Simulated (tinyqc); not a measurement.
From lifetime tau back to drain voltage V_D: lateral field, substrate current, probability of reaching the oxide barrier and hot-carrier lifetime of a silicon transistor (pseudo-two-dimensional and lucky-electron models). Computed by tinyqc, a small Python program. Command: `OMP_NUM_THREADS=1 python tinyqc.py 3010725 3010726 out.jsonl hotcar inv`. One thread of a shared host (Intel(R) Xeon(R) Processor @ 2.30GHz), about 0.01 s of CPU time with the checks.

Local-field models: a lucky carrier gains its energy at the peak field over a path free of collisions. Voltages are magnitudes.

Inputs (values chosen for the exercise, modelled on a silicon n-channel):
```
quantity                                value                      unit
channel length L                          210                        nm
oxide thickness t                         3.9                        nm
junction depth x_j                         61                        nm
mobility mu                               340                cm^2/(V s)
saturation velocity v_s                  0.87                  1e7 cm/s
threshold voltage V_T                    0.52                         V
gate voltage V_G                          1.3                         V
ionisation prefactor A_i              2.2e+06                      1/cm
ionisation field B_i                     1.63                     MV/cm
hot-carrier mean free path lambda           8                        nm
oxide barrier phi_b                       3.1                        eV
interface-trap threshold phi_it           3.7                        eV
lifetime constant H                       200  s microampere/micrometre
length of the depleted extension L_n       29                        nm
```

Drain: lightly doped extension.

Constants: eps_0 = 8.8541878128e-12 F/m.

Method:
- C_ox = 3.9 eps_0/t; F_sat = 2 v_s/mu; V_Dsat = V_ov F_sat L/(V_ov + F_sat L), V_ov = V_G - V_T; I_D/W = C_ox v_s (V_ov - V_Dsat).
- Scale length l = 0.22 t^(1/3) x_j^(1/2) (all in cm); F_m = sqrt(((V_D - V_Dsat)/l_e)^2 + F_sat^2), with l_e = l + L_n; length of the velocity-saturated region l_e ln((V_D - V_Dsat)/(l_e F_sat) + F_m/F_sat).
- Substrate current I_sub/I_D = (A_i/B_i)(V_D - V_Dsat) exp(-B_i/F_m); probability of reaching the oxide barrier exp(-phi_b/(e lambda F_m)); lifetime tau = (H/(I_D/W)) exp(phi_it/(e lambda F_m)).

Question. A run gave the result below. Find the drain voltage V_D, known to lie between 1.6 and 4.7 V.

lifetime tau = 127831.5 s

Answer.

Each step takes the trial c = (a f_b - b f_a)/(f_b - f_a), f being the result less the target and a, b, c the logarithms of the listed values; c replaces end b, the old b replaces a if the sign of f changed, and otherwise f_a is halved.

Scan of the range:
```
drain voltage V_D (V)  lifetime tau (s)
1.60                        2.46165e+11
1.91                        1.25551e+09
2.29                        1.87155e+07
2.74                        7.23422e+05
3.28                        5.50180e+04
3.93                        7.01095e+03
4.70                        1.36673e+03
```

False position (Illinois rule, in the logarithm of the input) inside the bracket:
```
step    end a    end b    trial  lifetime tau (s)
1     2.74000  3.28000  3.21635             70833
2     2.74000  3.21635  3.13458             99691
3     2.74000  3.13458  3.06826            133561
4     3.13458  3.06826  3.07938            127042
5     3.06826  3.07938  3.07803            127813
6     3.06826  3.07803  3.07797            127849
7     3.07803  3.07797  3.07800            127831
8     3.07797  3.07800  3.07800            127832
```

Lifetime tau falls at every point of a 13-point scan of the range (every second point is shown), so one value fits; it is bracketed by 2.74 and 3.28. Answer: drain voltage V_D = 3.078 V.
